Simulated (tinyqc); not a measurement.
## Segment and feed resistance from two drops

Problem. A rail is fed at one end through Rq; K loads of Ij follow, each after a segment Rs. The drop at load j is K Ij Rq + Rs Ij sum_(l=1..j) (K - l + 1). Find Rs, Rq and the worst drop, at the middle, if the rail were fed through Rq at both ends: K Ij Rq/2 + Rs Ij K^2/8 with the load taken as continuous.

Parameters, values chosen for the exercise:

| symbol | value | unit | meaning |
|---|---|---|---|
| K | 24 |  | number of equal loads |
| Ij | 0.21 | mA | current of each load |

drops at the first and at the last load (mV): [2.4192000, 21.546000]

Solution. The difference of the two drops is Rs Ij K (K - 1)/2, which gives Rs; the first drop then gives Rq.

Rs = 0.330 ohm
Rq = 0.150 ohm
drop at the middle with two feeds = 5.37 mV

tinyqc, about 0.1 s, one thread, Intel Xeon 2.30GHz (shared host): `OMP_NUM_THREADS=1 python tinyqc.py 2770143 2770144 out.jsonl`
